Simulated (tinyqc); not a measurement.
Worked calculation: G0W0 on RHF in the sto-3g basis, for BeH+, spin multiplicity 1. Computed by tinyqc, a small Python program that keeps every step (integrals from PySCF). Settings: charge = 1, multiplicity = 1, basis = sto-3g, method = RHF, energy threshold = 1e-10, iteration cap = 57, orthogonalisation = symmetric, start = Wolfsberg-Helmholz matrix, DIIS depth = 6. Command: `OMP_NUM_THREADS=1 python tinyqc.py 24195 24196 out.jsonl` (the two numbers bound the seeds that draw the settings). One thread of a shared host (Intel(R) Xeon(R) Processor @ 2.60GHz), about 0.05 s of CPU time with the checks. The early iterations of the SCF are left out here.

## One-electron integrals

Geometry (angstrom):
```
atom         x         y         z
Be    0.000000  0.000000  0.000000
H     0.000000  0.000000  1.334000
```

Basis sto-3g: exponents (1/bohr^2) and contraction coefficients of normalised primitives:
```
element  l (shell)   exponent  coefficient
Be           s (1)  30.167871     0.154329
Be           s (1)   5.495115     0.535328
Be           s (1)   1.487193     0.444635
Be           s (2)   1.314833    -0.099967
Be           s (2)   0.305539     0.399513
Be           s (2)   0.099371     0.700115
Be           p (3)   1.314833     0.155916
Be           p (3)   0.305539     0.607684
Be           p (3)   0.099371     0.391957
H            s (1)   3.425251     0.154329
H            s (1)   0.623914     0.535328
H            s (1)   0.168855     0.444635
```

Overlap, kinetic and nuclear-attraction integrals over the contracted functions; the nuclear repulsion is the sum of Za Zb / Rab.

nuclear repulsion = 1.58673826 hartree

overlap S, lower triangle:
```
           1Be 1s    1Be 2s   1Be 2px   1Be 2py   1Be 2pz     2H 1s
1Be 1s   1.000000
1Be 2s   0.259517  1.000000
1Be 2px  0.000000  0.000000  1.000000
1Be 2py  0.000000  0.000000  0.000000  1.000000
1Be 2pz  0.000000  0.000000  0.000000  0.000000  1.000000
2H 1s    0.070413  0.462392  0.000000  0.000000  0.527580  1.000000
```

kinetic energy T (hartree), lower triangle:
```
            1Be 1s    1Be 2s   1Be 2px   1Be 2py   1Be 2pz     2H 1s
1Be 1s    6.693975
1Be 2s   -0.033012  0.211111
1Be 2px   0.000000  0.000000  0.660592
1Be 2py   0.000000  0.000000  0.000000  0.660592
1Be 2pz   0.000000  0.000000  0.000000  0.000000  0.660592
2H 1s    -0.016440  0.070050  0.000000  0.000000  0.195953  0.760032
```

nuclear attraction V (hartree), lower triangle:
```
             1Be 1s     1Be 2s    1Be 2px    1Be 2py    1Be 2pz      2H 1s
1Be 1s   -14.957777
1Be 2s    -2.002192  -2.683714
1Be 2px    0.000000   0.000000  -2.626205
1Be 2py    0.000000   0.000000   0.000000  -2.626205
1Be 2pz   -0.018161  -0.149151   0.000000   0.000000  -2.743499
2H 1s     -0.545573  -1.264007   0.000000   0.000000  -1.428722  -2.800470
```

core Hamiltonian H = T + V (hartree), lower triangle:
```
            1Be 1s     1Be 2s    1Be 2px    1Be 2py    1Be 2pz      2H 1s
1Be 1s   -8.263802
1Be 2s   -2.035204  -2.472603
1Be 2px   0.000000   0.000000  -1.965613
1Be 2py   0.000000   0.000000   0.000000  -1.965613
1Be 2pz  -0.018161  -0.149151   0.000000   0.000000  -2.082907
2H 1s    -0.562014  -1.193957   0.000000   0.000000  -1.232769  -2.040438
```

## Two-electron integrals

Functions are numbered as in S; the eight-fold symmetry (ij|kl) = (ji|kl) = (kl|ij) leaves the list below.

Two-electron integrals (ij|kl) in chemists' order, unique and non-zero (hartree):
```
(11|11) 2.298831   (21|11) 0.392036   (21|21) 0.079539   (22|11) 0.570988
(22|21) 0.143041   (22|22) 0.417683   (31|31) 0.014607   (32|31) 0.021888
(32|32) 0.092265   (33|11) 0.569578   (33|21) 0.143083   (33|22) 0.417589
(33|33) 0.449859   (41|41) 0.014607   (42|41) 0.021888   (42|42) 0.092265
(43|43) 0.024249   (44|11) 0.569578   (44|21) 0.143083   (44|22) 0.417589
(44|33) 0.401360   (44|44) 0.449859   (51|51) 0.014607   (52|51) 0.021888
(52|52) 0.092265   (53|53) 0.024249   (54|54) 0.024249   (55|11) 0.569578
(55|21) 0.143083   (55|22) 0.417589   (55|33) 0.401360   (55|44) 0.401360
(55|55) 0.449859   (61|11) 0.105354   (61|21) 0.021353   (61|22) 0.038663
(61|33) 0.038379   (61|44) 0.038379   (61|51) 0.001921   (61|52) 0.003582
(61|55) 0.039250   (61|61) 0.006021   (62|11) 0.228361   (62|21) 0.057899
(62|22) 0.180889   (62|33) 0.174364   (62|44) 0.174364   (62|51) 0.007620
(62|52) 0.044408   (62|55) 0.193778   (62|61) 0.017167   (62|62) 0.111460
(63|31) 0.005651   (63|32) 0.025566   (63|53) 0.007947   (63|63) 0.011053
(64|41) 0.005651   (64|42) 0.025566   (64|54) 0.007947   (64|64) 0.011053
(65|11) 0.235644   (65|21) 0.060532   (65|22) 0.198491   (65|33) 0.186761
(65|44) 0.186761   (65|51) 0.012512   (65|52) 0.069570   (65|55) 0.221748
(65|61) 0.018876   (65|62) 0.139849   (65|65) 0.182506   (66|11) 0.392873
(66|21) 0.101479   (66|22) 0.352762   (66|33) 0.327157   (66|44) 0.327157
(66|51) 0.016634   (66|52) 0.121450   (66|55) 0.403684   (66|61) 0.031088
(66|62) 0.269515   (66|65) 0.360773   (66|66) 0.774606
```

## Orthogonalisation

S = U s U^T; symmetric (Loewdin) form X = U s^(-1/2) U^T, so that X^T S X = 1.

eigenvalues of S: 0.290495  0.793586  1.000000  1.000000  1.172083  1.743836

X, lower triangle:
```
            1Be 1s     1Be 2s   1Be 2px   1Be 2py    1Be 2pz     2H 1s
1Be 1s    1.027611
1Be 2s   -0.145795   1.161673
1Be 2px   0.000000   0.000000  1.000000
1Be 2py   0.000000   0.000000  0.000000  1.000000
1Be 2pz  -0.011426   0.151221  0.000000  0.000000   1.169280
2H 1s     0.020881  -0.356982  0.000000  0.000000  -0.400897  1.300292
```

## Iteration 8 (converged): orbitals

converged F (hartree), lower triangle:
```
            1Be 1s     1Be 2s    1Be 2px    1Be 2py    1Be 2pz      2H 1s
1Be 1s   -5.019008
1Be 2s   -1.411228  -0.877155
1Be 2px   0.000000   0.000000  -0.144222
1Be 2py   0.000000   0.000000   0.000000  -0.144222
1Be 2pz   0.016899  -0.152031   0.000000   0.000000  -0.338847
2H 1s    -0.388632  -0.576639   0.000000   0.000000  -0.458910  -0.575725
```

Diagonalise F' = X^T F X, C = X C', fill 2 alpha and 2 beta electrons from the bottom; D = 2 C_occ C_occ^T. Each column has its largest component positive (the first on a tie).

F' = X^T F X (hartree), lower triangle:
```
           1          2          3          4          5          6
1  -4.909925
2  -0.704804  -0.460284
3   0.000000   0.000000  -0.144222
4   0.000000   0.000000   0.000000  -0.144222
5   0.023816   0.026944   0.000000   0.000000  -0.129266
6  -0.060194  -0.384660   0.000000   0.000000  -0.387911  -0.171930
```

orbital energies (hartree): MO1 -5.021863, MO2 -0.741509, MO3 -0.264276, MO4 -0.144222, MO5 -0.144222, MO6 0.356244

coefficients C:
```
               MO1        MO2        MO3        MO4       MO5        MO6
1Be 1s    0.992932  -0.192325  -0.200832   0.000000  0.000000   0.120714
1Be 2s    0.026463   0.542344   0.765667   0.000000  0.000000  -0.799975
1Be 2px   0.000000   0.000000   0.000000  -0.266800  0.963752   0.000000
1Be 2py   0.000000   0.000000   0.000000   0.963752  0.266800   0.000000
1Be 2pz  -0.001980   0.296143  -0.635570   0.000000  0.000000  -1.029213
2H 1s    -0.001591   0.495421  -0.226629   0.000000  0.000000   1.297129
```

D after iteration 8, lower triangle:
```
            1Be 1s    1Be 2s   1Be 2px   1Be 2py   1Be 2pz     2H 1s
1Be 1s    2.045805
1Be 2s   -0.156062  0.589675
1Be 2px   0.000000  0.000000  0.000000
1Be 2py   0.000000  0.000000  0.000000  0.000000
1Be 2pz  -0.117843  0.321119  0.000000  0.000000  0.175410
2H 1s    -0.193723  0.537293  0.000000  0.000000  0.293438  0.490889
```

Within a degenerate level the vectors are fixed only up to a rotation; this is one choice.

## Convergence

Stop when the energy changes by less than 1e-10 hartree and every element of the error matrix X^T (F D S - S D F) X is below 3e-06.

Course of the cycle:
```
iteration   E (hartree)     change  largest element of the error matrix
1          -14.63245480          -                             1.56e-01
2          -14.65546007  -2.30e-02                             4.29e-02
3          -14.66262611  -7.17e-03                             2.20e-02
4          -14.66470820  -2.08e-03                             3.10e-03
5          -14.66471263  -4.43e-06                             1.49e-03
6          -14.66471679  -4.16e-06                             7.95e-05
7          -14.66471680  -1.15e-08                             3.83e-06
8          -14.66471680  -2.72e-11                             4.33e-08
```

PySCF RHF in the same basis = -14.66471680 hartree

Converged in 8 iterations.

## Integrals over molecular orbitals

(pq|rs) = sum C_ip C_jq C_kr C_ls (ij|kl), one index at a time.

one-electron integrals over orbitals h = C^T H C (hartree), lower triangle:
```
           1          2          3          4          5          6
1  -8.254135
2   0.163998  -2.233948
3   0.205281   0.009188  -1.954548
4   0.000000   0.000000   0.000000  -1.965613
5   0.000000   0.000000   0.000000   0.000000  -1.965613
6  -0.070805   0.151103  -0.035290   0.000000   0.000000  -1.596899
```

Two-electron integrals over orbitals (pq|rs), unique and non-zero (hartree):
```
(11|11) 2.275471    (21|11) -0.166680   (21|21) 0.021110    (22|11) 0.488955
(22|21) 0.002682    (22|22) 0.535638    (31|11) -0.173535   (31|21) 0.016105
(31|22) -0.018715   (31|31) 0.027766    (32|11) 0.036656    (32|21) -0.005685
(32|22) -0.066394   (32|31) 0.002445    (32|32) 0.033043    (33|11) 0.555012
(33|21) -0.013635   (33|22) 0.320529    (33|31) 0.004460    (33|32) 0.027391
(33|33) 0.469813    (41|41) 0.015596    (42|41) 0.013271    (42|42) 0.042946
(43|41) 0.014073    (43|42) 0.030669    (43|43) 0.052242    (44|11) 0.569234
(44|21) -0.006191   (44|22) 0.370733    (44|31) -0.006087   (44|32) 0.017699
(44|33) 0.399495    (44|44) 0.449859    (51|51) 0.015596    (52|51) 0.013271
(52|52) 0.042946    (53|51) 0.014073    (53|52) 0.030669    (53|53) 0.052242
(54|54) 0.024249    (55|11) 0.569234    (55|21) -0.006191   (55|22) 0.370733
(55|31) -0.006087   (55|32) 0.017699    (55|33) 0.399495    (55|44) 0.401360
(55|55) 0.449859    (61|11) 0.096473    (61|21) -0.016202   (61|22) -0.011109
(61|31) -0.003155   (61|32) 0.006455    (61|33) 0.017302    (61|44) 0.001833
(61|55) 0.001833    (61|61) 0.018182    (62|11) -0.115456   (62|21) 0.003450
(62|22) 0.063607    (62|31) 0.005764    (62|32) -0.045632   (62|33) -0.026711
(62|44) -0.052318   (62|55) -0.052318   (62|61) 0.001303    (62|62) 0.121455
(63|11) 0.049435    (63|21) -0.004072   (63|22) -0.056183   (63|31) 0.005857
(63|32) 0.027713    (63|33) 0.057366    (63|44) 0.016325    (63|55) 0.016325
(63|61) 0.007248    (63|62) -0.045741   (63|63) 0.046775    (64|41) -0.009312
(64|42) -0.030075   (64|43) -0.015013   (64|64) 0.026808    (65|51) -0.009312
(65|52) -0.030075   (65|53) -0.015013   (65|65) 0.026808    (66|11) 0.517027
(66|21) -0.000260   (66|22) 0.529363    (66|31) -0.015506   (66|32) -0.064230
(66|33) 0.350771    (66|44) 0.375010    (66|55) 0.375010    (66|61) -0.006488
(66|62) 0.092727    (66|63) -0.054636   (66|66) 0.565467
```

## Screening: direct RPA

With D = e_a - e_i and K = (ia|jb): diagonalise D^(1/2) (D + 4K) D^(1/2) = Z w^2 Z^T; X + Y = D^(1/2) Z w^(-1/2), each column of Z with its largest component positive (the first on a tie); E_c = (sum w - tr (D + 2K)) / 2.

D^(1/2) (D + 4K) D^(1/2) (hartree^2), lower triangle:
```
           1>3        1>4        1>5        1>6        2>3       2>4       2>5       2>6
1>3  23.163035
1>4   0.000000  24.095671
1>5   0.000000   0.000000  24.095671
1>6  -0.063832   0.000000   0.000000  29.315176
2>3   0.014739   0.000000   0.000000   0.041363   0.290829
2>4   0.000000   0.090605   0.000000   0.000000   0.000000  0.459357
2>5   0.000000   0.000000   0.090605   0.000000   0.000000  0.000000  0.459357
2>6   0.052693   0.000000   0.000000   0.012662  -0.132113  0.000000  0.000000  1.738372
```

excitation energies w (hartree): 0.528008  0.677502  0.677502  1.322954  4.812745  4.908770  4.908770  5.414416

X + Y:
```
             1          2          3          4         5          6         7          8
1>3  -0.002561   0.000000   0.000000  -0.004532  0.994197   0.000000  0.000000  -0.009717
1>4   0.000000  -0.000399  -0.010277   0.000000  0.000000  -0.566545  0.820165   0.000000
1>5   0.000000  -0.010277   0.000399   0.000000  0.000000   0.820165  0.566545   0.000000
1>6  -0.004659   0.000000   0.000000  -0.000661  0.010956   0.000000  0.000000   0.996587
2>3   0.946828   0.000000   0.000000  -0.054170  0.000204   0.000000  0.000000   0.000421
2>4   0.000000   0.036393   0.938224   0.000000  0.000000  -0.000760  0.001100   0.000000
2>5   0.000000   0.938224  -0.036393   0.000000  0.000000   0.001100  0.000760   0.000000
2>6   0.130043   0.000000   0.000000   0.907204  0.001176   0.000000  0.000000   0.000195
```

RPA correlation energy = -0.02246672 hartree

Within a degenerate level the vectors are fixed only up to a rotation; this is one choice.

## G0W0 on Hartree-Fock: HOMO

W(p,q,m) = sqrt2 sum_ia (pq|ia) (X+Y)_ia,m; Sigma_c(x) = sum_(i,m) W^2/(x - e_i + w_m) + sum_(a,m) W^2/(x - e_a - w_m); solve x = e_p + Sigma_c(x) by Newton steps; Z = 1/(1 - dSigma/dx); 1 hartree = 27.211386 eV.

The 12 largest terms at x = e_p (hartree; W for the signs of X + Y given):
```
q  m          W       term
2  1  -0.077064   0.011248
6  4   0.159282  -0.010481
2  4   0.086823   0.005698
4  3   0.056790  -0.002530
5  2   0.056790  -0.002530
3  4  -0.061098  -0.002074
3  1   0.035802  -0.001275
6  1  -0.038795  -0.000926
2  5  -0.026399   0.000145
1  5   0.022397   0.000055
1  8  -0.023059   0.000055
2  8  -0.015422   0.000044
```

Newton steps (hartree):
```
step          x  Sigma_c(x)         Z
0     -0.741509   -0.002721  0.964334
1     -0.744133   -0.002623  0.964155
2     -0.744133   -0.002623  0.964155
```

quasiparticle energy of the HOMO = -20.248886 eV

Hartree-Fock value = -20.177497 eV

## G0W0 on Hartree-Fock: LUMO

As before.

The 12 largest terms at x = e_p (hartree; W for the signs of X + Y given):
```
q  m          W       term
2  4  -0.061098   0.002074
5  2   0.040489  -0.002055
4  3   0.040489  -0.002055
6  4  -0.060852  -0.001905
3  1   0.031635  -0.001895
2  1   0.035802   0.001275
3  4  -0.036413  -0.001002
6  1   0.028626  -0.000714
1  5   0.039000   0.000159
3  8   0.024332  -0.000109
4  7   0.016370  -0.000053
5  6   0.016370  -0.000053
```

Newton steps (hartree):
```
step          x  Sigma_c(x)         Z
0     -0.264276   -0.006401  0.986571
1     -0.270591   -0.006316  0.986728
2     -0.270591   -0.006316  0.986728
```

quasiparticle energy of the LUMO = -7.363169 eV

Hartree-Fock value = -7.191313 eV
